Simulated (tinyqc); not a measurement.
# Changing the channel length L

Model: lateral field, substrate current, probability of reaching the oxide barrier and hot-carrier lifetime of a silicon transistor (pseudo-two-dimensional and lucky-electron models). Computed by tinyqc, a small Python program. Command: `OMP_NUM_THREADS=1 python tinyqc.py 3017391 3017392 out.jsonl hotcar sweep`. One thread of a shared host (Intel(R) Xeon(R) Processor @ 2.30GHz), about 0.01 s of CPU time with the checks.

Local-field models: a lucky carrier gains its energy at the peak field over a path free of collisions. Voltages are magnitudes.

Inputs (values chosen for the exercise, modelled on a silicon n-channel):
```
quantity                             value                      unit
oxide thickness t                       12                        nm
junction depth x_j                     120                        nm
mobility mu                            320                cm^2/(V s)
saturation velocity v_s               0.81                  1e7 cm/s
threshold voltage V_T                 0.37                         V
gate voltage V_G                       1.5                         V
drain voltage V_D                      3.9                         V
ionisation prefactor A_i           1.9e+06                      1/cm
ionisation field B_i                  1.67                     MV/cm
hot-carrier mean free path lambda        7                        nm
oxide barrier phi_b                    3.1                        eV
interface-trap threshold phi_it        3.6                        eV
lifetime constant H                      4  s microampere/micrometre
```

Drain: abrupt.

Constants: eps_0 = 8.8541878128e-12 F/m.

Method:
- C_ox = 3.9 eps_0/t; F_sat = 2 v_s/mu; V_Dsat = V_ov F_sat L/(V_ov + F_sat L), V_ov = V_G - V_T; I_D/W = C_ox v_s (V_ov - V_Dsat).
- Scale length l = 0.22 t^(1/3) x_j^(1/2) (all in cm); F_m = sqrt(((V_D - V_Dsat)/l_e)^2 + F_sat^2), with l_e = l; length of the velocity-saturated region l_e ln((V_D - V_Dsat)/(l_e F_sat) + F_m/F_sat).
- Substrate current I_sub/I_D = (A_i/B_i)(V_D - V_Dsat) exp(-B_i/F_m); probability of reaching the oxide barrier exp(-phi_b/(e lambda F_m)); lifetime tau = (H/(I_D/W)) exp(phi_it/(e lambda F_m)).

One run for each value; columns: (1) channel length L (nm); (2) substrate current I_sub/W (microampere/micrometre); (3) peak field F_m (kV/cm); (4) V_Dsat (V); (5) lifetime tau (s):
```
(1)      (2)     (3)      (4)         (5)
280   7.1896  407.09  0.62876  1.0497e+04
410   4.8540  394.48  0.73167  1.9777e+04
580   3.3243  384.16  0.81598  3.5609e+04
830   2.2257  375.04  0.89052  6.4664e+04
1200  1.4708  367.42  0.95278  1.1611e+05
1700  0.9982  361.79  0.99885  1.9511e+05
```

Over the rows, substrate current I_sub/W (microampere/micrometre) falls from 7.19 to 0.998 (exponent d ln y / d ln x -1.0 between the first rows and -1.1 between the last); peak field F_m (kV/cm) falls from 407 to 362 (exponent d ln y / d ln x -0.082 between the first rows and -0.044 between the last); V_Dsat (V) rises from 0.629 to 0.999 (exponent d ln y / d ln x 0.40 between the first rows and 0.14 between the last). At fixed t and x_j a shorter channel lowers V_Dsat, leaving more voltage for the pinch-off region, and carries more current. Left out: 140, 200 (the saturated region would fill the channel).

Caution (all rows): the empirical formula for l was fitted to oxides of about 15 nm or more; for thinner ones it is an extrapolation. Caution (rows 280): the saturated region fills most of the channel, so the split into two regions is rough.

Extremes, crossings and ranges named in words are read from the listed rows.
